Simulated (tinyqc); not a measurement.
From results back to parameters: sp3s* tight binding. Two cases, with inputs chosen for the exercise.

Problem. Without spin-orbit coupling the s levels at Gamma are the roots of [[Esa, Vss], [Vss, Esc]], the p levels those of [[Epa, Vxx], [Vxx, Epc]], and the doubly degenerate valence level at X is the lower root of [[Epa, Vxy], [Vxy, Epc]]. The atomic differences are given; the levels below come from hidden parameters.

Case 1.

Values chosen (out of a larger set: near a published set for GaAs, fitted to gaps, whose masses and valley positions are rough; not measured data): dEs = 5.673 eV (Esc - Esa); dEp = 2.691 eV (Epc - Epa).

s levels at Gamma (eV): -12.61220  1.62120

p levels at Gamma (eV): -0.01806  4.77306

valence level X5 = -2.82935 eV

Case 2.

Values chosen (out of a larger set: near a published set for InAs, fitted to gaps, whose masses and valley positions are rough; spin-orbit coupling, where it is added without a refit, lifts the valence top and shrinks all gaps by about a third of the splitting; not measured data): dEs = 6.813 eV (Esc - Esa); dEp = 2.773 eV (Epc - Epa).

s levels at Gamma (eV): -12.74828  0.41928

p levels at Gamma (eV): 0.01631  4.58269

valence level X5 = -2.38633 eV

Find: Esa, Esc, Epa, Epc; |Vss|, |Vxx|, |Vxy|.

Solution. The mean of a pair of roots is the mean of the two levels, which with the given difference fixes both; half the splitting, squared, less a quarter of the squared difference is V^2. At X the lower root lies sqrt((dEp/2)^2 + Vxy^2) below the mean p level.

Case 1.

Esa, Esc, Epa, Epc (eV): -8.332  -2.659  1.032  3.723

|Vss|, |Vxx|, |Vxy| (eV): 6.527  1.982  5.030

Case 2.

Esa, Esc, Epa, Epc (eV): -9.571  -2.758  0.913  3.686

|Vss|, |Vxx|, |Vxy| (eV): 5.634  1.814  4.476

Computed by tinyqc, one run a case: `OMP_NUM_THREADS=1 python tinyqc.py N N+1 out.jsonl` with N = 1480625, 1480729; one thread of a shared Intel(R) Xeon(R) Processor @ 2.30GHz, about 0.1 s a run at most.
